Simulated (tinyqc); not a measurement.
Worked calculation: Hubbard chain of 2 sites. One step of it, computed by the program tinyqc.

Task: Mean-field iteration 1. H(up) = T + U n(down), H(down) = T + U n(up); fill the lowest levels; n(new) = n + mixing (n(out) - n); E = tr T (rho up + rho down) + U sum n_up n_down of the output.

one-body matrix (hopping and site energies) (eV):
```
           1          2
1   0.000000  -1.440000
2  -1.440000   0.000000
```

U = 11.500000 eV

electrons, up and down: 1  1

mixing = 1

n(up) at the start (a guess, not normalised): 1 0.800000, 2 0.200000

n(down) at the start (a guess): 1 0.200000, 2 0.800000

Give: levels, up; levels, down; energy; n(up) after iteration 1; n(down) after iteration 1.

Result:

levels, up (eV): 2.012  9.488

levels, down (eV): 2.012  9.488

energy = -0.256 eV

n(up) after iteration 1: 1 0.961, 2 0.039

n(down) after iteration 1: 1 0.039, 2 0.961
